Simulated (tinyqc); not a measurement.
Flattening the wire at fixed area: round or elliptic silicon nanowire with anisotropic valleys (Ritz method).

Wire along x = [110] on a (001) wafer, y = [-110], z = [001]. Valley groups (w = inverse masses): A, two valleys along z: w_y = 1/mt, w_z = 1/ml, m_x = mt; B, four valleys in the wafer plane: w_y = (1/ml + 1/mt)/2, w_z = 1/mt, m_x = (ml + mt)/2.

Hard wall on the ellipse (y/a)^2 + (z/b)^2 = 1, c = hbar^2/2m0. With u = y/a, v = z/b the operator is -c [(w_y/a^2) d2/du2 + (w_z/b^2) d2/dv2] on the unit disc. Basis (1 - u^2 - v^2) u^i v^j; S, X and Y are the disc integrals of f f', (df/du)(df'/du) and (df/dv)(df'/dv), from the integral of u^p v^q = 2 Gamma((p+1)/2) Gamma((q+1)/2)/((p + q + 2) Gamma((p+q+2)/2)) for even p, q; H = c (w_y X/a^2 + w_z Y/b^2).

Converged values use 21 functions of each parity class (e or o in u, then in v).

Constants: hbar^2/2m0 = 3.80998211 eV angstrom^2.

Values chosen for the exercise (near those of a Si nanowire; not measured data): ml = 0.902 m0 (longitudinal mass); mt = 0.192 m0 (transverse mass); asp = (0.4, 0.6, 0.8, 1, 1.3, 1.8, 2.5) (ratios a/b); area = 18.4 nm^2 (cross-section, kept fixed).

a = sqrt(area x ratio/pi), b = a/ratio, 1 nm^2 = 100 angstrom^2; lowest level of each group.

Levels (eV):
```
a/b  a (angstrom)  b (angstrom)       A       B
0.4          15.3          38.3  0.2361  0.1854
0.6          18.7          31.2  0.1682  0.1575
0.8          21.6          27.1  0.1354  0.1526
1.0          24.2          24.2  0.1169  0.1571
1.3          27.6          21.2  0.1017  0.1718
1.8          32.5          18.0  0.0919  0.2053
2.5          38.3          15.3  0.0913  0.2589
```

Each group is lowest where its stretched ellipse is a circle, at a/b = sqrt(w_y/w_z): 2.17 for A and 0.78 for B. The lowest group is B in the first row and A in the last, crossing between a/b = 0.6 and 0.8; B - A is -51 meV in the first row and +168 meV in the last.

Computed by tinyqc, a small Python program: `OMP_NUM_THREADS=1 python tinyqc.py 1282783 1282784 out.jsonl` (the numbers bound the seed that draws the inputs); one thread of a shared host (Intel(R) Xeon(R) Processor @ 2.30GHz), about 0.03 s for the whole set of steps.
